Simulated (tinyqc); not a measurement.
Threshold-voltage variability of a planar MOSFET, analytic estimates: one step of the calculation.

Three independent sources add in quadrature: random dopants in the depleted layer, metal-gate grains of two orientations, and roughness of the two gate edges acting through the roll-off VT = VT(long) - Vr exp(-L/l). These are first-order estimates: no three-dimensional electrostatics, no percolation.

Problem. Margin in standard deviations for the wanted yield. Cells fail independently with probability Q(k) = erfc(k/sqrt(2))/2 when the margin is k standard deviations, and Y = exp(-Nb Q(k)). phi = exp(-k^2/2)/sqrt(2 pi). Newton steps on ln Q(k) = ln(-ln(Y)/Nb): k(new) = k + [ln Q - ln(-ln(Y)/Nb)] Q/phi.

Parameters, values chosen for the exercise: number of cells Nb = 65536; wanted yield Y = 0.983.

k at the start = 3

Find: Q(k); phi; k after iteration 1.

Solution.

Q(k) = 0.001350
phi = 0.004432
k after iteration 1 = 5.604

Computed by the program tinyqc: `OMP_NUM_THREADS=1 python tinyqc.py 2090114 2090115 out.jsonl`, one thread of a shared Intel Xeon 2.30GHz, about 0.01 s for the whole run.
